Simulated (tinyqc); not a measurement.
Subthreshold parameters from three currents.

Inverse problem. Far below threshold and for Vds well above Vt the virtual-source current tends to I = Cinv n Vt vx0 exp((Vgs - VT0 + dl Vds + al Vt)/(n Vt)) per width, with constant n; the three currents follow this limit. Find n, dl and VT0.

Inputs (values chosen for the exercise):
- T = 300 K (temperature)
- Cinv = 1.73 uF/cm^2 (inversion capacitance)
- vx0 = 1.4e7 cm/s (velocity at the virtual source)
- al = 3.5 (threshold shift (in units of Vt) from weak to strong inversion)

Constants: q = 1.602176634e-19 C, kB = 1.380649e-23 J/K, Vt = kB T/q. Results are converted to the units shown.

I at (Vgs, Vds) = (-0.2, 0.3), (-0.09, 0.3) and (-0.2, 0.7) V (nA/um): 0.93698465  21.404062  5.5906595

Answer. The first two currents differ in Vgs alone and give n; the first and third differ in Vds alone and give dl; the size of the first then gives VT0.

n = 1.360
dl = 0.1570 V/V
VT0 = 0.3390 V

tinyqc, about 0.01 s, one thread, Intel Xeon 2.30GHz (shared host): `OMP_NUM_THREADS=1 python tinyqc.py 2380057 2380058 out.jsonl`
